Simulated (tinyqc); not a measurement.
# Polarisation and half-bias from two TMR values

Problem. A tunnel junction has TMR = TMR0/(1 + (V/Vh)^2), TMR0 = 2 P1 P2/(1 - P1 P2). Find TMR0, Vh and P2.

Parameters, values chosen for the exercise: spin polarisation of the reference layer P1 = 0.55.

TMR at 0.1 and 0.4 V (%): [121.81938, 86.679174]

Answer. 1/TMR is linear in V^2, and P1 P2 = TMR0/(2 + TMR0).

TMR0 = 125.2 %
Vh = 0.6000 V
P2 = 0.7000

tinyqc, about 0.01 s, one thread, Intel Xeon 2.30GHz (shared host): `OMP_NUM_THREADS=1 python tinyqc.py 2450109 2450110 out.jsonl`
